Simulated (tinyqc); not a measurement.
## Charge centroid from charge and shift

Question. A sheet of N electrons in the storage layer of a charge-trap cell shifts the threshold by U = (q/eps0) N (tb/eb + xc tn/en). Find xc and the distance xc tn from the blocking layer.

Inputs (values chosen for the exercise): storage layer tn = 4.9 nm; its relative permittivity en = 7.5; blocking layer tb = 7.9 nm; its relative permittivity eb = 3.9.

Constants: q = 1.602176634e-19 C, eps0 = 8.8541878128e-14 F/cm where lengths are in cm. Results are converted to the units shown.

N = 8.4e12 cm^-2
U = 3.6350696 V

Answer. U eps0/(q N) is the electrical distance from the gate; subtract that of the blocking layer.

xc = 0.5600
distance = 2.744 nm

Program tinyqc, `OMP_NUM_THREADS=1 python tinyqc.py 2130061 2130062 out.jsonl`; Intel Xeon 2.30GHz, shared host, one thread, about 0.05 s.
